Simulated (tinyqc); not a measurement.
# Weibull slope from two areas

Problem. Oxide breakdown times follow a Weibull law, F = 1 - exp(-(t/t63)^beta). For defects spread at random t63 goes as A^(-1/beta). Find beta and the time at which the share Fp of the area-A2 devices has failed, t63(A2) (-ln(1 - Fp))^(1/beta).

Parameters, values chosen for the exercise:

| symbol | value | unit | meaning |
|---|---|---|---|
| A1 | 4.5 | um^2 | area of a test capacitor |
| A2 | 6.6e5 | um^2 | gate area of the product |
| Fp | 0.0001 |  | allowed share of failed products |

t63 at the areas A1 and A2 (s): 1300  21.500559

Solution. beta = ln(A2/A1)/ln(t63(A1)/t63(A2)).

beta = 2.90
time to Fp = 0.898 s

tinyqc, about 0.01 s, one thread, Intel Xeon 2.30GHz (shared host): `OMP_NUM_THREADS=1 python tinyqc.py 2070147 2070148 out.jsonl`
